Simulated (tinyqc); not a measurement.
Depletion-mode phase shifter in a rib waveguide and its Mach-Zehnder modulator: one step of the calculation.

A lateral p-n junction at x0 in a waveguide whose mode intensity is a Gaussian of rms width s about x = 0; p side at smaller x. Reverse bias removes carriers and raises the index. Abrupt junction, doping uniform over the whole mode, lumped electrode (no travelling-wave effects).

Task. Depletion edges and mode overlap. W = sqrt(2 eps0 eps_r (Vb + V)(1/Na + 1/Nd)/q); edges xp = x0 - W Nd/(Na + Nd), xn = x0 + W Na/(Na + Nd); F(x) = [1 + erf(x/(sqrt(2) s))]/2.

Parameters, values chosen for the exercise; values close to those of silicon near 1550 nm:

| symbol | value | unit | meaning |
|---|---|---|---|
| eps_r | 11.7 |  | relative permittivity of the semiconductor |
| Na | 1.1e18 | cm^-3 | acceptor density |
| Nd | 1.4e18 | cm^-3 | donor density |
| Vb | 0.97 | V | built-in voltage |
| s | 130 | nm | rms width of the lateral mode intensity |
| x0 | 60 | nm | junction offset towards the n side |
| V | 1.5 | V | reverse bias |

Constants: q = 1.602176634e-19 C, eps0 = 8.8541878128e-14 F/cm where lengths are in cm. Results are converted to the units shown.

Give: W at 0 and at V; edge; F.

Result.

W at 0 and at V (nm): [45.13, 72.01]

| edge | edge (nm) | F |
|---|---|---|
| xp(0) | 34.73 | 0.6053 |
| xn(0) | 79.86 | 0.7305 |
| xp(V) | 19.68 | 0.5601 |
| xn(V) | 91.68 | 0.7597 |

tinyqc, about 0.01 s, one thread, Intel Xeon 2.30GHz (shared host): `OMP_NUM_THREADS=1 python tinyqc.py 2650109 2650110 out.jsonl`
